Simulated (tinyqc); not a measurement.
Inside a calculation. Model: MOSFET in saturation, small-signal circuit and noise.

tinyqc, about 0.01 s, one thread, Intel Xeon 2.30GHz (shared host): `OMP_NUM_THREADS=1 python tinyqc.py 2150056 2150057 out.jsonl` Printed values are rounded.

Bias by the inversion coefficient IC = I/Ispec (charge-based model with velocity saturation; weak inversion below 0.1, strong above 10). Common-source circuit: gm, gds, Cgs, Cgd and Cj at the inner nodes, Rg in series with the gate; quasi-static, no source or drain resistance, no gate-body capacitance, no substrate network, no induced gate noise, so fmax is an upper estimate.

Values chosen for this exercise: temperature T = 293 K; gate length L = 130 nm; total gate width W = 80 um; gate capacitance Cox = 2.39 uF/cm^2; mobility mu = 390 cm^2/(V s); slope factor n = 1.39; velocity-saturation length Ls = 10 nm; ratio gds/gm sg = 0.022; overlap and fringe capacitance per side Cov = 0.36 fF/um; drain junction capacitance Cj = 0.64 fF/um; sheet resistance of the gate Rsh = 8 ohm; finger width Wf = 0.5 um; gate contact and vertical resistance Rc = 300 ohm um; inversion coefficient IC = 28; short-channel excess of the noise factor gw = 0.09; oxide trap density Nt = 1e18 cm^-3 eV^-1; tunnelling length into the oxide lt = 0.1 nm; Coulomb scattering coefficient ac = 1000 V s/C; signal frequency f = 5 GHz.

Constants: q = 1.602176634e-19 C, kB = 1.380649e-23 J/K, Vt = kB T/q. Results are converted to the units shown.

## Current, transconductance and gain

Ispec = 2 n mu Cox (W/L) Vt^2, lc = Ls/L, gms = [sqrt((lc IC + 1)^2 + 4 IC) - 1]/[2 + lc (lc IC + 1)], gm = gms Ispec/(n Vt), gds = sg gm.

Ispec = 1016.56 uA
I = 28463.8 uA
gms = 4.47825
gm = 129.714 mS
gds = 2.85372 mS
gm/I = 4.55717 1/V

gm/I is 16.0 % of its weak-inversion limit 1/(n Vt); without velocity saturation (lc = 0) gms would be 4.82.

## Capacitances, gate resistance and cut-off frequencies

qs = [sqrt(1 + 4 IC) - 1]/2, Cgs = Cox W L qs (2 qs + 3)/(3 (qs + 1)^2) + Cov W, Cgd = Cov W, Cd = Cj W, Rg = Rsh (Wf/L)/(12 Nf) + Rc/W with Nf = W/Wf fingers (not rounded) contacted at both ends. fT = gm/(2 pi (Cgs + Cgd)), fmax = fT/(2 sqrt(Rg (gds + 2 pi fT Cgd))).

Cgs = 177.808 fF
Cgd = 28.8 fF
Cd = 51.2 fF
Rg = 3.76603 ohm
fT = 99.9219 GHz
fmax = 177.931 GHz

Overlap and fringe make up 27.9 % of the gate capacitance; fmax is 1.78 times fT.

## Admittance matrix

Inner admittances at w = 2 pi f: y11 = i w (Cgs + Cgd), y12 = -i w Cgd, y21 = gm - i w Cgd, y22 = gds + i w (Cgd + Cd). Invert to Z, add Rg to Z11 and invert back to Y.

inner y (mS):
```
                1             2
1    0.000+6.491i  0.000-0.905i
2  129.714-0.905i  2.854+2.513i
```

Y with Rg (mS):
```
                1              2
1    0.159+6.487i  -0.022-0.904i
2  129.615-4.073i   2.868+2.955i
```

## Current gain and unilateral power gain

|h21| = |Y21/Y11|; U = |Y21 - Y12|^2/(4 [Re Y11 Re Y22 - Re Y12 Re Y21]). Extrapolated at 20 dB a decade: f |h21| and f sqrt(U).

|h21| = 19.9849
U = 1266.37
f |h21| = 99.9243 GHz
f sqrt(U) = 177.931 GHz

f |h21| is within 0.01 % of the formula for fT, and f sqrt(U) within 0.01 % of that for fmax.

## Noise at the gate

Channel noise Sid = 4 kB T gam n gm with gam = (1/2 + (2/3) qs)/(1 + qs) + gw lc IC, qs = [sqrt(1 + 4 IC) - 1]/2, lc = Ls/L (the last term an empirical rise with velocity saturation); at the gate, white noise Sw = Sid/gm^2 + 4 kB T Rg. Number fluctuation with correlated mobility: S(f) = K/f, K = q^2 Vt lt Nt/(W L Cox^2) (1 + ac mu Cox I/gm)^2, Vt in eV with Nt per eV. Corner fc = K/Sw. Full shot noise would be 2 q I.

gam = 0.831852
Sid = 2.42695e-21 A^2/Hz
Sid/(2 q I) = 0.266089
sqrt(Sw) = 0.452966 nV/Hz^0.5
K = 1.58296e-11 V^2
fc = 77.1507 MHz

The gate resistance gives 30 % of the white noise power.
